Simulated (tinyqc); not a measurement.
Finite-size error of a charged defect in a periodic cell: Madelung and Makov-Payne terms. Inputs raised by 5 %, one at a time. Computed by tinyqc, a small Python program. Command: `OMP_NUM_THREADS=1 python tinyqc.py 3011832 3011833 out.jsonl imagecharge sens`. One thread of a shared host (Intel(R) Xeon(R) Processor @ 2.30GHz), about 0.1 s of CPU time with the checks.

L is the cube root of the cell volume. The defect charge is a Gaussian, rho(r) = q (2 pi sigma^2)^(-3/2) exp(-r^2/2 sigma^2), repeated periodically in a uniform neutralising background and screened by a continuum. The model cell energy is E(L) = E_0 + [periodic - isolated electrostatic energy].

Inputs (values chosen for the exercise, for a model uniaxial host):

| quantity | value | unit |
|---|---|---|
| charge q | -3 | e |
| cell length L | 14.2 | angstrom |
| dielectric constant eps_xy | 11.4 | - |
| dielectric constant eps_z | 6.92 | - |
| axis ratio c/a | 1.28 | - |
| width sigma of the defect charge | 1.3 | angstrom |
| formation energy of the isolated defect E_0 | 3.798 | eV |

Supercell lattice: hexagonal. Screening: uniaxial.

Constants: e^2/(4 pi eps_0) = 14.39964548 eV angstrom.

Method:
- Cell vectors: (1,0,0), (-1/2,sqrt(3)/2,0), (0,0,c/a), scaled to volume L^3.
- Ewald sum for a unit point charge: scale each Cartesian component of the cell by 1/sqrt(eps_i), giving R', G' and V'; E = [ (1/2) sum erfc(eta R')/R' + (2 pi/V') sum exp(-G'^2/4 eta^2)/G'^2 - eta/sqrt(pi) - pi/(2 V' eta^2) ] e^2/(4 pi eps_0) / sqrt(eps_x eps_y eps_z), over n_i = -6..6, omitting n = (0,0,0), eta = 2/V'^(1/3). alpha = -2 E eps_g L/(e^2/(4 pi eps_0)), eps_g = (eps_x eps_y eps_z)^(1/3).
- Periodic energy of the Gaussian: (2 pi q^2/V) sum_(G != 0) exp(-sigma^2 G^2)/(G.eps.G) x e^2/(4 pi eps_0), n_i = -k..k with k = max(9, L/sigma rounded up). Isolated energy: q^2/(2 sqrt(pi) sigma) <1/(n.eps.n)> e^2/(4 pi eps_0), the mean over directions n (64 Gauss-Legendre points in cos(theta)).

Runs:

| input moved | from | to | point-charge correction -q^2 E (eV) | finite-size error (eV) | Madelung constant alpha | isolated energy (eV) |
|---|---|---|---|---|---|---|
| base run | - | - | 1.1840 | -1.1481 | 2.5045 | 2.8973 |
| cell length L (angstrom) | 14.2 | 14.91 | 1.1276 | -1.0967 | 2.5045 | 2.8973 |
| dielectric constant eps_xy | 11.4 | 11.97 | 1.1300 | -1.0974 | 2.4693 | 2.8013 |
| dielectric constant eps_z | 6.92 | 7.266 | 1.1803 | -1.1430 | 2.5376 | 2.8535 |
| width sigma of the defect charge (angstrom) | 1.3 | 1.365 | 1.1840 | -1.1444 | 2.5045 | 2.7593 |
| axis ratio c/a | 1.28 | 1.344 | 1.1498 | -1.1155 | 2.4320 | 2.8973 |

Exponents ln(y'/y) / ln(x'/x):

| input | point-charge correction -q^2 E | finite-size error | Madelung constant alpha | isolated energy |
|---|---|---|---|---|
| cell length L | -1.000 | -0.940 | 0.000 | 0.000 |
| dielectric constant eps_xy | -0.956 | -0.925 | -0.290 | -0.690 |
| dielectric constant eps_z | -0.064 | -0.092 | 0.269 | -0.312 |
| width sigma of the defect charge | 0.000 | -0.067 | 0.000 | -1.000 |
| axis ratio c/a | -0.602 | -0.590 | -0.602 | 0.000 |

Among the inputs moved here: point-charge correction -q^2 E answers most in size to cell length L (exponent -1.000), next to dielectric constant eps_xy (-0.956); its exponent is below 0.0005 for width sigma of the defect charge. Its exponent -1.000 in cell length L: the Madelung term goes as 1/L. Its exponent -0.956 in dielectric constant eps_xy: isotropic screening divides every term by eps. Finite-size error answers most in size to cell length L (exponent -0.940), and about equally to dielectric constant eps_xy (-0.925). Madelung constant alpha answers most in size to axis ratio c/a (exponent -0.602), next to dielectric constant eps_xy (-0.290); its exponent is below 0.0005 for cell length L, width sigma of the defect charge. Isolated energy answers most in size to width sigma of the defect charge (exponent -1.000), next to dielectric constant eps_xy (-0.690); its exponent is below 0.0005 for cell length L, axis ratio c/a. Its exponent -1.000 in width sigma of the defect charge: the self-energy goes as 1/sigma.
